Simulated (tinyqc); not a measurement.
Oxide trap near a transistor channel: two-state multiphonon kinetics, telegraph noise and bias instability: one step, computed by the program tinyqc. Command: `OMP_NUM_THREADS=1 python tinyqc.py 3010704 3010705 out.jsonl oxidetrap walk`. One thread of a shared host (Intel(R) Xeon(R) Processor @ 2.30GHz), about 0.01 s of CPU time with the checks.

An n-channel device under positive gate bias. The trap is empty (state 1) or holds an electron (state 2); both states are parabolas of equal curvature, and the electron reservoir is taken at the Fermi level of the channel.

Task: Step height and noise. Charge-sheet step dV = e (t_ox - x)/(eps_ox eps_0 W L); Lorentzian spectrum S(f) = 4 dV^2 tau_0^2/((tau_c + tau_e)(1 + (2 pi f tau_0)^2)); corner 1/(2 pi tau_0); variance dV^2 f_2 (1 - f_2) = dV^2 tau_0/(tau_c + tau_e).

Inputs (values chosen for the exercise, with an insulator like HfO2 on silicon):

| quantity | value | unit |
|---|---|---|
| insulator constant eps_ox | 21.3 | - |
| insulator thickness t_ox | 3.1 | nm |
| trap depth x from the interface | 0.75 | nm |
| temperature T | 450 | K |
| channel width W | 51 | nm |
| channel length L | 78 | nm |
| frequency f | 800 | Hz |

Parts treated: one trap and an ensemble.

tau_0 = 4.260681e-06 s

capture time tau_c = 7.957956e-06 s

emission time tau_e = 9.170622e-06 s

Constants: e = 1.602176634e-19 C; eps_0 = 8.8541878128e-12 F/m.

Give: threshold step dV; corner frequency; S(f); root-mean-square noise.

Result:

threshold step dV = 0.50186 mV

corner frequency = 37354 Hz

S(f) = 1.0673e-12 V^2/Hz

root-mean-square noise = 0.25030 mV

f lies below the corner, on the flat part. Random dopants and current percolation, left out here, spread real steps around this value.
